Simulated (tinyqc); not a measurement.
From results back to parameters: phonon-assisted absorption at an indirect gap. Three cases, with inputs chosen for the exercise.

Problem. A slab transmits Tr = (1 - R)^2 x/(1 - R^2 x^2) with x = exp(-alpha d) and R = ((nr - 1)/(nr + 1))^2.

Find: x; alpha.

Method. Tr R^2 x^2 + (1 - R)^2 x - Tr = 0; take the positive root, then alpha = -ln(x)/d.

Case 1.

Values chosen (out of a larger set: loosely those of GaP at room temperature; Eg is not tied to T; not measured data): nr = 3.38 (refractive index); d = 2.8 micrometre (thickness).

Tr = 0.521077

Solution.

x = 0.9641
alpha = 130 1/cm

Case 2.

Values chosen (out of a larger set: loosely those of GaP at room temperature; Eg is not tied to T; not measured data): nr = 3.38 (refractive index); d = 34 micrometre (thickness).

Tr = 0.0724551

Solution.

x = 0.1456
alpha = 567 1/cm

Case 3.

Values chosen (out of a larger set: loosely those of Si at room temperature; Eg is not tied to T; not measured data): nr = 3.53 (refractive index); d = 39 micrometre (thickness).

Tr = 0.243315

Solution.

x = 0.5013
alpha = 177 1/cm

Computed by tinyqc, one run a case: `OMP_NUM_THREADS=1 python tinyqc.py N N+1 out.jsonl` with N = 1650838, 1650870, 1650899; one thread of a shared Intel(R) Xeon(R) Processor @ 2.30GHz, about 0.01 s a run at most.
